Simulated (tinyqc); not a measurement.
Changing the flaw half length a: thermal stress, cracking, delamination and buckling of a thin film; Griffith cracks and misfitting inclusions. Computed by tinyqc, a small Python program. Command: `OMP_NUM_THREADS=1 python tinyqc.py 3004493 3004494 out.jsonl filmcrack sweep`. One thread of a shared host (Intel(R) Xeon(R) Processor @ 2.30GHz), about 0.02 s of CPU time with the checks.

Isotropic linear elasticity; the substrate is much thicker than the film; stress is positive in tension.

Inputs (values chosen for the exercise, modelled on a silicon nitride film on silicon): substrate Young's modulus E_s = 161 GPa; substrate Poisson ratio nu_s = 0.22; substrate surface energy gamma_s = 1.6 J/m^2.

Method. Through crack of length 2a in plane strain: K_Ic = sqrt(2 gamma_s E_s/(1 - nu_s^2)); fracture stress = K_Ic/sqrt(pi a). An edge crack of depth a has K larger by 1.1215.

One run for each value:
```
flaw half length a (micrometre)  fracture stress, inner crack (MPa)  fracture stress, edge crack (MPa)
0.01                                                         4151.3                             3701.6
0.032                                                        2320.7                             2069.2
0.1                                                          1312.8                             1170.5
0.32                                                          733.9                              654.4
1                                                             415.1                              370.2
3.2                                                           232.1                              206.9
10                                                            131.3                              117.1
32                                                             73.4                               65.4
100                                                            41.5                               37.0
```

Describe and explain the trends.

Over the rows, fracture stress, inner crack (MPa) falls from 4150 to 41.5 (exponent d ln y / d ln x about -0.50 throughout); fracture stress, edge crack (MPa) falls from 3700 to 37.0 (exponent d ln y / d ln x about -0.50 throughout). The exponent of fracture stress, inner crack stays at -0.50: Griffith's law.
